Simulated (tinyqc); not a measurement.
Disorder broadening of a flat band (such as a Landau level) in the self-consistent Born approximation: one step of the calculation.

The local Green function is G = g0(z - Sigma) with z = E + i eta and g0(z) = 1/z; the self-energy is Sigma = D G. The density of states is -Im G/pi.

Problem. Born step. G = g0(z - Sigma), Sigma(out) = D G, Sigma(new) = Sigma + mix (Sigma(out) - Sigma).

Parameters, values chosen for the exercise:

| symbol | value | unit | meaning |
|---|---|---|---|
| D | 0.17 | eV^2 | variance of the random potential |
| eta | 0.036 | eV | bare broadening |
| E | 0.626 | eV | energy from the band centre |
| mix | 0.7 |  | mixing |

Sigma after iteration 1 = 0.18946924-0.01089599i eV

Find: G; Sigma(out); Sigma after iteration 2.

Solution.

G = 2.2647-0.2433i 1/eV
Sigma(out) = 0.38499-0.04136i eV
Sigma after iteration 2 = 0.32633-0.03222i eV

Range of the model: The self-consistent Born approximation misses band tails from rare fluctuations and localisation.

Numbers from tinyqc (`OMP_NUM_THREADS=1 python tinyqc.py 2720013 2720014 out.jsonl`; about 0.01 s on one thread of a shared Intel Xeon 2.30GHz).
